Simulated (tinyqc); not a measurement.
# Worked calculation: floating body of a partially depleted SOI transistor: body voltage and kink

Program tinyqc, `OMP_NUM_THREADS=1 python tinyqc.py 2182246 2182247 out.jsonl`; Intel Xeon 2.30GHz, shared host, one thread, about 0.2 s. Printed values are rounded.

Source at 0 V. Channel current Ic = 2 nf K Vt^2 [F(0) - F(Vd)](1 + la Vd), F(V) = ln^2(1 + exp((Vg - VT - nf V)/(2 nf Vt))), VT = VT0 - gb Vb. Saturation voltage Vs = 2 Vt sqrt(F(0)) + 3 Vt, excess Ve = (Vd - Vs + sqrt((Vd - Vs)^2 + 0.0004 V^2))/2, multiplication M1 = Ai Ve exp(-Bl/Ve). Each junction passes D(v) = J1 (exp(v/Vt) - 1) + J2 (exp(v/(2 Vt)) - 1). Bipolar current Ib = bb J1 (exp(Vb/Vt) - 1). The body settles where M1 (Ic + Ib) = D(Vb) + D(Vb - Vd) + Vb/Rb; drain current Id = (1 + M1)(Ic + Ib) - D(Vb - Vd).

Values chosen for this exercise; values of the order met in partially depleted silicon-on-insulator transistors:
- T = 358 K (temperature)
- VT0 = 0.4 V (threshold at zero body voltage)
- gb = 0.23 (fall of the threshold per volt of body voltage)
- nf = 1.33 (slope factor)
- K = 140 uA/(V^2 um) (gain factor per width)
- la = 0.08 1/V (channel-length modulation factor)
- Ai = 1.2 1/V (impact-ionisation prefactor)
- Bl = 7 V (impact-ionisation voltage)
- J1 = 2.4e-11 uA/um (diffusion saturation current of each junction)
- J2 = 1.5e-8 uA/um (recombination saturation current of each junction)
- bb = 3 (gain of the lateral bipolar transistor on the diffusion current)
- Rb = 1e9 kohm um (resistance of a weak body tie to the source (1e9 stands for no tie, and the term is then dropped))
- Vg = 0.94 V (gate voltage)
- Vd = 1.3 V (drain voltage)

Constants: q = 1.602176634e-19 C, kB = 1.380649e-23 J/K, Vt = kB T/q. Results are converted to the units shown.

Range of the model: The multiplication law is an empirical form chosen for the exercise; self-heating and capacitive coupling to the body are left out, and the linear laws are rough once Vb passes about 0.7 V or M1 about 0.1.

## Starting value

Vb = 0.64 V.

Vb at the start = 0.64 V

## Iteration 1: new Vb

Current into the body I_in = M1 (Ic + Ib) - D(Vb - Vd), current out I_out = D(Vb) + Vb/Rb; f = ln(I_in/I_out), s = df/dVb by central differences over 1e-5 V, Vb(new) = Vb - f/s.

Ic = 27.4414 uA/um
Ve = 0.690889 V
M1 = 3.29891e-5
I_in = 9.07709e-4 uA/um
I_out = 0.0250194 uA/um
f = -3.31648
s = -34.1351 1/V
Vb after iteration 1 = 0.542842 V

## Iteration 2: new Vb

As before.

Ic = 25.6862 uA/um
Ve = 0.707682 V
M1 = 4.29755e-5
I_in = 0.00110403 uA/um
I_out = 0.00115158 uA/um
f = -0.0421654
s = -32.9820 1/V
Vb after iteration 2 = 0.541564 V

## Iteration 3: new Vb

As before.

Ic = 25.6635 uA/um
Ve = 0.707903 V
M1 = 4.31218e-5
I_in = 0.00110680 uA/um
I_out = 0.00110682 uA/um
f = -1.81141e-5
s = -32.9536 1/V
Vb after iteration 3 = 0.541563 V

## Course of the iteration

Stop when the step is below 1e-10 V, or after 40 iterations.

Course of the iteration:
```
iteration  Vb before the step (V)   step (V)
1                            0.64    -0.0972
2                        0.542842   -1.28e-3
3                        0.541564   -5.50e-7
4                        0.541563  -1.03e-13
```

Converged in 4 iterations.

## Drain current with floating and with grounded body

converged Vb = 0.541563 V

Id and VT at the converged Vb, Id at Vb = 0, their ratio, and the bipolar share Ib/(Ic + Ib).

VT = 0.275440 V
Id, floating = 25.6676 uA/um
Id, grounded = 16.9533 uA/um
ratio = 1.51402
bipolar share = 0.0117998 %

The body rises to 0.542 V and lowers the threshold by 125 mV.
